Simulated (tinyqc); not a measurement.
Worked calculation: valley splitting of a silicon quantum well in envelope theory. Values are carried at full precision from step to step, so a last printed digit may differ when a step is redone from the rounded ones.

Constants: hbar^2/2m0 = 3.80998211 eV angstrom^2; kB = 8.617333262e-05 eV/K.

Parameters, chosen for this exercise (near those of a strained Si well in SiGe; not measured data):
- k0 = 0.84 2 pi/a (valley position)
- a = 5.431 angstrom (lattice constant)
- ml = 0.909 m0 (mass along z)
- F = 14.3 mV/nm (field pressing towards the upper interface)
- w = 0.5 angstrom (interface width parameter)
- L = 46 angstrom (well width)
- V0 = 0.16 eV (conduction offset)
- C0 = 0.238 (Bloch overlap factor)
- Yb = 0.27 (Ge share of the barrier)
- Yw = 0.02 (Ge share of the well)
- ad = 120 angstrom (dot radius)

## Wave number and lengths

q = 2 k0 (2 pi/a), its wavelength, the field length (c/(ml e F))^(1/3) with c = hbar^2/2m0 and 1 mV/nm = 1e-4 eV/angstrom, and the damping factor y/sinh(y), y = pi q w, of a step smoothed as 1/(1 + exp(z/w)).

q = 1.9436 1/angstrom
wavelength = 3.233 angstrom
field length = 14.3 angstrom
damping factor = 0.289

## The envelope

The well lies at 0 < z < L; U(z) = V0 [1/(1 + exp(z/w)) + 1/(1 + exp((L - z)/w))] - e F z, 1 mV/nm = 1e-4 eV/angstrom. The envelope psi solves -(c/ml) psi'' + U psi = E psi, c = hbar^2/2m0, by three-point differences on a grid of 0.1 angstrom from -40 to L + 40 angstrom. The two valleys at +/- k0 couple through D = C0 times the integral of exp(-i q z) U(z) psi^2, q = 2 k0 (2 pi/a), and split by Ev = 2|D|.

Two lowest levels, mean position, and psi^2 at both interfaces.

levels (meV): [-25.07, 19.21]

<z> = 30.1 angstrom
psi^2 at z = 0 and L (1/angstrom): [0.000451, 0.00918]

The field makes psi^2 at the upper interface 20.4 times that at the lower one. The orbital spacing is 44.3 meV.

## Contributions to the coupling

Split D into the lower barrier, the upper barrier and the field term.

Parts of D (micro-eV):
```
part              real  imaginary    size
lower barrier    1.597      2.096   2.635
upper barrier  -43.094    -31.718  53.508
field term      -0.342     -0.320   0.468
```

## Valley splitting and phase

The inter-valley coupling D is the sum of the complex parts; Ev = 2|D|, the valley phase is arg D, and kB T equals Ev at T = Ev/kB.

Ev = 103 micro-eV
phase = -2.52 rad
T = 1.2 K

The upper barrier gives the largest part.

## Alloy disorder

Random alloy: with Y(z) = Yw + (Yb - Yw) B(z), B the bracket in U, and in-plane density exp(-r^2/ad^2)/(pi ad^2), D gains a random complex part of variance sigma^2 = (C0^2/pi)(a^2 V0/(8 ad (Yb - Yw)))^2 (4/a) times the integral of psi^4 Y (1 - Y). Alone it gives a mean splitting sqrt(pi) sigma; together with the smooth part the rms splitting is 2 sqrt(|D|^2 + sigma^2).

Give the integral, sigma, the mean splitting from disorder alone and the rms total.

integral = 0.000617 1/angstrom
sigma = 56.3 micro-eV
sqrt(pi) sigma = 99.8 micro-eV
rms splitting = 152.5 micro-eV

|D|/sigma = 0.91: the two parts are comparable.

## Checks

- Lowest level for sharp walls and no field against the square well, meV: both 13.0.
- Size of one barrier part in that case against C0 V0 psi(0)^2/sqrt(q^2 + 4 kappa^2), micro-eV: both 55.

Computed by tinyqc, a small Python program: `OMP_NUM_THREADS=1 python tinyqc.py 1250930 1250931 out.jsonl` (the numbers bound the seed that draws the inputs); one thread of a shared host (Intel(R) Xeon(R) Processor @ 2.30GHz), about 0.05 s for the whole set of steps.
